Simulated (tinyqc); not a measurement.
# Inductance and parasitic capacitance from two readings

Question. A loss-free coil L in parallel with C shows the apparent inductance L/(1 - w^2 L C), w = 2 pi f. Find L, C and the self-resonance 1/(2 pi sqrt(L C)).

apparent inductance at 4.1 and 7.9 GHz (nH): [2.4802145, 4.8740736]

Answer. The inverse of the reading is 1/L - w^2 C, a straight line in w^2.

L = 2.100 nH
C = 110.0 fF
self-resonance = 10.47 GHz

Program tinyqc, `OMP_NUM_THREADS=1 python tinyqc.py 2302160 2302161 out.jsonl`; Intel Xeon 2.30GHz, shared host, one thread, about 0.01 s.
